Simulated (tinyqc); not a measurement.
MOS inversion layer, Poisson-Schroedinger loop: one step of the calculation.

Electrons confined at an insulator interface at z = 0, treated as a hard wall; parabolic valleys, Hartree approximation, no image or exchange terms. The depletion charge lies far deeper than the electrons and gives a uniform field q Nd/(eps0 eps_r); the gate balances all charge. Energies are counted from the band edge at the interface.

Problem. Fermi level and occupations. Level k holds N_k = D_k Vt ln(1 + exp((EF - E_k)/Vt)) with D = md1 m0 q/(pi hbar^2) for the set A, D = 3 md2 m0 q/(pi hbar^2) for the set B per eV (spin included); EF is fixed by sum N_k = Ns.

Parameters, values chosen for the exercise; masses and permittivity close to those of germanium (111): temperature T = 300 K; in-plane density-of-states mass of set A md1 = 0.0822 m0; in-plane density-of-states mass of set B md2 = 0.342 m0; sheet density of electrons Ns = 9e11 cm^-2.

Constants: q = 1.602176634e-19 C, kB = 1.380649e-23 J/K, hbar = 1.054571817e-34 J s, m0 = 9.1093837015e-31 kg, Vt = kB T/q. Results are converted to the units shown.

levels (eV): A1 0.05964421, A2 0.09973900, B1 0.16034069, B2 0.27858086

Find: EF; N_k.

Solution.

EF = 0.05596 eV
N_k (cm^-2): A1 5.544e11, A2 1.499e11, B1 1.938e11, B2 2.017e9

Computed by the program tinyqc: `OMP_NUM_THREADS=1 python tinyqc.py 2160015 2160016 out.jsonl`, one thread of a shared Intel Xeon 2.30GHz, about 0.8 s for the whole run.
